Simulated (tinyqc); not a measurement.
RHF in the 6-311g basis, for He, spin multiplicity 1, step by step. Computed by tinyqc, a small Python program that keeps every step (integrals from PySCF). Settings: charge = 0, multiplicity = 1, basis = 6-311g, energy threshold = 1e-09, iteration cap = 52, orthogonalisation = symmetric, start = Wolfsberg-Helmholz matrix, DIIS depth = 0, method = RHF. Command: `OMP_NUM_THREADS=1 python tinyqc.py 25813 25814 out.jsonl` (the two numbers bound the seeds that draw the settings). One thread of a shared host (Intel(R) Xeon(R) Processor @ 2.60GHz), about 0.05 s of CPU time with the checks. Later iterations appear only in the table of the cycle.

## One-electron integrals

Geometry (angstrom):
```
atom         x         y         z
He    0.000000  0.000000  0.000000
```

Basis 6-311g: exponents (1/bohr^2) and contraction coefficients of normalised primitives:
```
element  l (shell)   exponent  coefficient
He           s (1)  98.124300     0.028745
He           s (1)  14.768900     0.208061
He           s (1)   3.318830     0.837635
He           s (2)   0.874047     1.000000
He           s (3)   0.244564     1.000000
```

Overlap, kinetic and nuclear-attraction integrals over the contracted functions; the nuclear repulsion is the sum of Za Zb / Rab.

nuclear repulsion = 0 hartree

overlap S, order 1He 1s, 1He 2s, 1He 3s:
$$\begin{pmatrix}
1.000000 & 0.680472 & 0.328596 \\
0.680472 & 1.000000 & 0.751574 \\
0.328596 & 0.751574 & 1.000000
\end{pmatrix}$$

kinetic energy T (hartree), order 1He 1s, 1He 2s, 1He 3s:
$$\begin{pmatrix}
6.857100 & 1.439474 & 0.225603 \\
1.439474 & 1.311071 & 0.430865 \\
0.225603 & 0.430865 & 0.366846
\end{pmatrix}$$

nuclear attraction V (hartree), order 1He 1s, 1He 2s, 1He 3s:
$$\begin{pmatrix}
-7.306289 & -3.464825 & -1.535069 \\
-3.464825 & -2.983784 & -1.793893 \\
-1.535069 & -1.793893 & -1.578325
\end{pmatrix}$$

core Hamiltonian H = T + V (hartree), order 1He 1s, 1He 2s, 1He 3s:
$$\begin{pmatrix}
-0.449189 & -2.025351 & -1.309466 \\
-2.025351 & -1.672714 & -1.363028 \\
-1.309466 & -1.363028 & -1.211479
\end{pmatrix}$$

## Two-electron integrals

Functions are numbered as in S; the eight-fold symmetry (ij|kl) = (ji|kl) = (kl|ij) leaves the list below.

Two-electron integrals (ij|kl) in chemists' order, unique and non-zero (hartree):
```
(11|11) 2.395117   (21|11) 1.347337   (21|21) 0.798707   (22|11) 1.358411
(22|21) 0.863847   (22|22) 1.054927   (31|11) 0.614121   (31|21) 0.368625
(31|22) 0.406802   (31|31) 0.170715   (32|11) 0.842709   (32|21) 0.547009
(32|22) 0.700418   (32|31) 0.259418   (32|32) 0.476676   (33|11) 0.767030
(33|21) 0.510236   (33|22) 0.697580   (33|31) 0.244176   (33|32) 0.494732
(33|33) 0.558022
```

## Orthogonalisation

S = U s U^T; symmetric (Loewdin) form X = U s^(-1/2) U^T, so that X^T S X = 1.

eigenvalues of S: [0.135706, 0.673445, 2.190848]

X, order 1He 1s, 1He 2s, 1He 3s:
$$\begin{pmatrix}
1.316564 & -0.645914 & 0.150682 \\
-0.645914 & 1.855498 & -0.771405 \\
0.150682 & -0.771405 & 1.436671
\end{pmatrix}$$

## Starting guess

The start is the generalised Wolfsberg-Helmholz matrix (K = 1.75) built on H; D = 2 C_occ C_occ^T.

D at the start, order 1He 1s, 1He 2s, 1He 3s:
$$\begin{pmatrix}
0.010810 & -0.100892 & -0.062010 \\
-0.100892 & 0.941623 & 0.578736 \\
-0.062010 & 0.578736 & 0.355701
\end{pmatrix}$$

## Iteration 1: building the Fock matrix

J_ij = sum D_kl (ij|kl), K_ij = sum D_kl (ik|jl); F = H + J - 0.5 K; E = tr D H + tr D J / 2 - 0.25 tr D K + E_nn.

Coulomb J (hartree), order 1He 1s, 1He 2s, 1He 3s:
$$\begin{pmatrix}
2.205215 & 1.435740 & 0.681262 \\
1.435740 & 1.842111 & 1.253805 \\
0.681262 & 1.253805 & 1.303037
\end{pmatrix}$$

exchange K (hartree), order 1He 1s, 1He 2s, 1He 3s:
$$\begin{pmatrix}
0.917336 & 1.179514 & 0.873633 \\
1.179514 & 1.740097 & 1.375118 \\
0.873633 & 1.375118 & 1.139193
\end{pmatrix}$$

Fock matrix F (hartree), order 1He 1s, 1He 2s, 1He 3s:
$$\begin{pmatrix}
1.297358 & -1.179368 & -1.065020 \\
-1.179368 & -0.700651 & -0.796781 \\
-1.065020 & -0.796781 & -0.478038
\end{pmatrix}$$

total energy of this density = -2.19269352 hartree

## Iteration 1: diagonalisation and new density

Diagonalise F' = X^T F X, C = X C', fill 1 alpha and 1 beta electrons from the bottom; D = 2 C_occ C_occ^T. Each column has its largest component positive (the first on a tie).

F' = X^T F X (hartree):
$$\begin{pmatrix}
3.683971 & -3.015548 & -0.089296 \\
-3.015548 & 1.891091 & -0.997037 \\
-0.089296 & -0.997037 & 0.204975
\end{pmatrix}$$

orbital energies (hartree): MO1 -0.988473, MO2 0.786409, MO3 5.982101

coefficients C, order 1He 1s, 1He 2s, 1He 3s:
$$\begin{pmatrix}
0.241114 & -0.157414 & -1.445800 \\
0.499824 & -1.139511 & 1.704944 \\
0.402405 & 1.415457 & -0.718573
\end{pmatrix}$$

D after iteration 1, order 1He 1s, 1He 2s, 1He 3s:
$$\begin{pmatrix}
0.116272 & 0.241030 & 0.194051 \\
0.241030 & 0.499649 & 0.402264 \\
0.194051 & 0.402264 & 0.323860
\end{pmatrix}$$

## Iteration 2: building the Fock matrix

As before.

Coulomb J (hartree), order 1He 1s, 1He 2s, 1He 3s:
$$\begin{pmatrix}
2.771446 & 1.721696 & 0.806405 \\
1.721696 & 2.048769 & 1.356042 \\
0.806405 & 1.356042 & 1.357205
\end{pmatrix}$$

exchange K (hartree), order 1He 1s, 1He 2s, 1He 3s:
$$\begin{pmatrix}
1.917254 & 1.810968 & 1.207339 \\
1.810968 & 1.966564 & 1.404658 \\
1.207339 & 1.404658 & 1.056587
\end{pmatrix}$$

Fock matrix F (hartree), order 1He 1s, 1He 2s, 1He 3s:
$$\begin{pmatrix}
1.363630 & -1.209139 & -1.106729 \\
-1.209139 & -0.607227 & -0.709315 \\
-1.106729 & -0.709315 & -0.382567
\end{pmatrix}$$

total energy of this density = -2.85664915 hartree

## Iteration 2: diagonalisation and new density

As before.

F' = X^T F X (hartree):
$$\begin{pmatrix}
3.857047 & -3.165662 & -0.146970 \\
-3.165662 & 2.076608 & -0.937409 \\
-0.146970 & -0.937409 & 0.254121
\end{pmatrix}$$

orbital energies (hartree): MO1 -0.927440, MO2 0.825951, MO3 6.289265

coefficients C, order 1He 1s, 1He 2s, 1He 3s:
$$\begin{pmatrix}
0.262309 & -0.139057 & -1.443991 \\
0.488737 & -1.152826 & 1.699198 \\
0.397092 & 1.427358 & -0.697683
\end{pmatrix}$$

D after iteration 2, order 1He 1s, 1He 2s, 1He 3s:
$$\begin{pmatrix}
0.137612 & 0.256400 & 0.208322 \\
0.256400 & 0.477727 & 0.388147 \\
0.208322 & 0.388147 & 0.315364
\end{pmatrix}$$

## Iteration 3: building the Fock matrix

As before.

Coulomb J (hartree), order 1He 1s, 1He 2s, 1He 3s:
$$\begin{pmatrix}
2.821416 & 1.746806 & 0.817399 \\
1.746806 & 2.067097 & 1.365229 \\
0.817399 & 1.365229 & 1.362227
\end{pmatrix}$$

exchange K (hartree), order 1He 1s, 1He 2s, 1He 3s:
$$\begin{pmatrix}
1.997946 & 1.855557 & 1.227514 \\
1.855557 & 1.978825 & 1.402034 \\
1.227514 & 1.402034 & 1.046015
\end{pmatrix}$$

Fock matrix F (hartree), order 1He 1s, 1He 2s, 1He 3s:
$$\begin{pmatrix}
1.373255 & -1.206323 & -1.105824 \\
-1.206323 & -0.595030 & -0.698816 \\
-1.105824 & -0.698816 & -0.372259
\end{pmatrix}$$

total energy of this density = -2.85988559 hartree

## Iteration 3: diagonalisation and new density

As before.

F' = X^T F X (hartree):
$$\begin{pmatrix}
3.872579 & -3.174450 & -0.149116 \\
-3.174450 & 2.092845 & -0.931745 \\
-0.149116 & -0.931745 & 0.259337
\end{pmatrix}$$

orbital energies (hartree): MO1 -0.917258, MO2 0.829334, MO3 6.312685

coefficients C, order 1He 1s, 1He 2s, 1He 3s:
$$\begin{pmatrix}
0.263481 & -0.137964 & -1.443882 \\
0.487645 & -1.153938 & 1.698757 \\
0.397333 & 1.427944 & -0.696346
\end{pmatrix}$$

D after iteration 3, order 1He 1s, 1He 2s, 1He 3s:
$$\begin{pmatrix}
0.138844 & 0.256970 & 0.209379 \\
0.256970 & 0.475594 & 0.387514 \\
0.209379 & 0.387514 & 0.315747
\end{pmatrix}$$

## Iteration 6 (converged): orbitals

converged F (hartree), order 1He 1s, 1He 2s, 1He 3s:
$$\begin{pmatrix}
1.373499 & -1.206232 & -1.105840 \\
-1.206232 & -0.594453 & -0.698398 \\
-1.105840 & -0.698398 & -0.371932
\end{pmatrix}$$

As before.

F' = X^T F X (hartree):
$$\begin{pmatrix}
3.873007 & -3.174782 & -0.149278 \\
-3.174782 & 2.093696 & -0.931508 \\
-0.149278 & -0.931508 & 0.259408
\end{pmatrix}$$

orbital energies (hartree): MO1 -0.916870, MO2 0.829434, MO3 6.313548

coefficients C, order 1He 1s, 1He 2s, 1He 3s:
$$\begin{pmatrix}
0.263558 & -0.137950 & -1.443870 \\
0.487487 & -1.153994 & 1.698764 \\
0.397445 & 1.427937 & -0.696295
\end{pmatrix}$$

D after iteration 6, order 1He 1s, 1He 2s, 1He 3s:
$$\begin{pmatrix}
0.138926 & 0.256963 & 0.209500 \\
0.256963 & 0.475288 & 0.387499 \\
0.209500 & 0.387499 & 0.315925
\end{pmatrix}$$

## Convergence

Stop when the energy changes by less than 1e-09 hartree and every element of the error matrix X^T (F D S - S D F) X is below 9e-06.

Course of the cycle:
```
iteration  E (hartree)     change  largest element of the error matrix
1          -2.19269352          -                             2.05e+00
2          -2.85664915  -6.64e-01                             1.61e-01
3          -2.85988559  -3.24e-03                             9.28e-03
4          -2.85989537  -9.78e-06                             6.11e-04
5          -2.85989542  -5.13e-08                             5.35e-05
6          -2.85989542  -7.15e-10                             7.50e-06
```

PySCF RHF in the same basis = -2.85989542 hartree

Converged in 6 iterations.

## Populations

Mulliken: Z minus the diagonal of D S on the atom; Loewdin: the same with S^(1/2) D S^(1/2).

Charges (e):
```
atom  Mulliken  Loewdin
1He          0        0
```
